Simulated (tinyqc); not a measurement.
Course in time: spin coating of a resist or spin-on film: centrifugal thinning, evaporation and the final thickness (Emslie and Meyerhofer models). Computed by tinyqc, a small Python program. Command: `OMP_NUM_THREADS=1 python tinyqc.py 3113664 3113665 out.jsonl spincoat walk`. One thread of a shared host (Intel(R) Xeon(R) Processor @ 2.30GHz), about 0.1 s of CPU time with the checks.

A Newtonian film stays uniform over the wafer; solvent and solids have the same density and the concentration is uniform through the thickness.

Inputs (values chosen for the exercise, of the order of those of a polymer resist in an ester solvent):

| quantity | value | unit |
|---|---|---|
| solids volume fraction c0 | 0.16 | - |
| kinematic viscosity of the solvent nu_s | 1.9 | mm^2/s |
| viscosity constant k | 1100 | mm^2/s |
| viscosity exponent gamma | 2.6 | - |
| spin speed f | 3000 | rpm |
| evaporation rate at 1000 rpm e0 | 0.091 | micrometre/s |
| starting thickness h0 | 800 | micrometre |
| wafer radius R | 100 | mm |
| shrinkage in the bake | 5.6 | % |

Method:
- omega = 2 pi f/60; nu(c) = nu_s + k c^gamma; evaporation rate e = e0 sqrt(f/1000 rpm).
- Flow constant K = 2 omega^2/(3 nu(c0)); Reynolds number of the air omega R^2/nu_air with nu_air = 15 mm^2/s.
- Meyerhofer estimate: flow rules until (1 - c0) K h^3 = e, then evaporation alone: h_w = (e/((1 - c0) K))^(1/3), dry film c0 h_w.
- Full model for solids s and liquid l per area, h = s + l, c = s/h: ds/dt = -c Q, dl/dt = -(1 - c) Q - e, Q = 2 omega^2 h^3/(3 nu(c)); integrated adaptively (relative tolerance 1e-9) until l = 0.
- Dry film = s at l = 0, before the bake; film after the bake = s x (1 - shrinkage).
- Times are fractions of the time to dry.

omega = 314.159 1/s

evaporation rate e = 0.157617 micrometre/s

dry film = 580.090 nm

dry film, estimate = 508.824 nm

History:

| fraction | t (s) | h (micrometre) | c | nu (mm^2/s) | Q/e | s (nm) |
|---|---|---|---|---|---|---|
| 0.003 | 0.067 | 35.826 | 0.16003 | 11.28 | 1.7013e+03 | 5733.3 |
| 0.010 | 0.222 | 19.633 | 0.16019 | 11.31 | 2.7941e+02 | 3145.1 |
| 0.030 | 0.666 | 11.328 | 0.16099 | 11.43 | 5.3090e+01 | 1823.7 |
| 0.100 | 2.221 | 6.169 | 0.16615 | 12.24 | 8.0054e+00 | 1025.0 |
| 0.200 | 4.442 | 4.296 | 0.17814 | 14.30 | 2.3144e+00 | 765.2 |
| 0.350 | 7.774 | 3.107 | 0.20611 | 20.02 | 6.2565e-01 | 640.4 |
| 0.500 | 11.106 | 2.393 | 0.25008 | 31.85 | 1.7961e-01 | 598.5 |
| 0.700 | 15.548 | 1.636 | 0.35603 | 76.94 | 2.3769e-02 | 582.6 |
| 0.900 | 19.990 | 0.930 | 0.62365 | 324.18 | 1.0368e-03 | 580.2 |

What follows from these numbers?

Q/e drops below 1 between t = 4.4 and 7.8 s, when c has risen from 0.16 to about 0.206; after that row the solids fall by a further 9 %. The full model gives 1.14 times the two-stage estimate.
